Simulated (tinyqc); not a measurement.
Worked calculation: Cabrera-Mott growth of a thin oxide under its own electric field. Computed by tinyqc, a small Python program that keeps every step. Command: `OMP_NUM_THREADS=1 python tinyqc.py 3025423 3025424 out.jsonl cabrera walk`. One thread of a shared host (Intel(R) Xeon(R) Processor @ 2.30GHz), about 0.02 s of CPU time with the checks. Intermediate numbers are printed to about 6 digits and carried at full precision; extremes and crossings named in words are read from the listed rows.

Electrons cross the film freely and set a fixed potential V across it; the field V/x lowers the barrier for ions entering the oxide.

Inputs (values chosen for the exercise, for a model metal):
```
quantity                     value        unit
barrier W                     1.65          eV
Mott potential V               1.3           V
ion charge number z              1           -
half jump distance b           1.1    angstrom
prefactor u0 = N Omega nu  2.4e+13  angstrom/s
temperature T                  300           K
starting thickness x0          2.5    angstrom
time t                       28000           s
```

Backward hops: kept.

Constants: k_B = 8.617333262e-05 eV/K.

## Scales

u = u0 exp(-W/(k_B T)), X1 = z b V/(k_B T) with V in volts and k_B T in eV; dx/dt = 2 u sinh(X1/x).

u = 4.58597e-15 angstrom/s

X1 = 55.3149 angstrom

## Field and rate at the start

Field E = V/x; the barrier is lowered by z b V/x.

field = 52 MV/cm

barrier lowering = 0.572 eV

rate = 1.86470e-05 angstrom/s

## Thickness after time t

t(x) = int_(x0)^x dx / (dx/dt) by Gauss-Legendre quadrature (80 points on each side of (x0 + 2 x)/3), solved for x.

thickness x = 2.70106 angstrom

rate at time t = 3.59202e-06 angstrom/s

field at time t = 48.1293 MV/cm

X1/x = 20.5: the field term still rules. Caution: the starting field or rate is formal: the first layers form as fast as oxygen arrives.

## Limiting thickness

Growth counts as stopped when u exp(X1/x) falls to 1e-5 angstrom/s: x_L = X1/ln(1e-5/u), defined while u is below that rate; the critical temperature is T_c = W/(k_B ln(u0/1e-5)).

limiting thickness x_L = 2.57244 angstrom

critical temperature T_c = 452.423 K

T is below T_c, so the rate is below that level in any film thicker than x_L; growth goes on there, ever more slowly.

## Growth over eight decades

Closed form for thin films (leading term of the integral): x solves (x^2/(u X1)) exp(-X1/x) = t.

Thickness:
```
t (s)     x (angstrom)  1/x (1/angstrom)  closed form (angstrom)
1.00e+00       2.50002          0.399997                 1.83087
1.00e+01       2.50019          0.399970                 1.97147
1.00e+02       2.50185          0.399704                 2.13455
1.00e+03       2.51726          0.397257                 2.32580
1.00e+04       2.61137          0.382941                 2.55297
1.00e+05       2.84634          0.351329                 2.82679
1.00e+06       3.18052          0.314414                 3.16265
1.00e+07       3.60744          0.277205                 3.58323
1.00e+08       4.15896          0.240445                 4.12326
```

Per decade of time the film gains 1.7e-4 angstrom at first and 0.55 at the end. The inverse-logarithmic law predicts -X1 d(1/x)/d ln t near 1; the rows give 0.00 at first and 0.88 at the end. The closed form misses by at most 27 %, as it needs x well below X1 and above x0.

Checks made by the program: quadrature against adaptive integration (relative difference 2e-10).
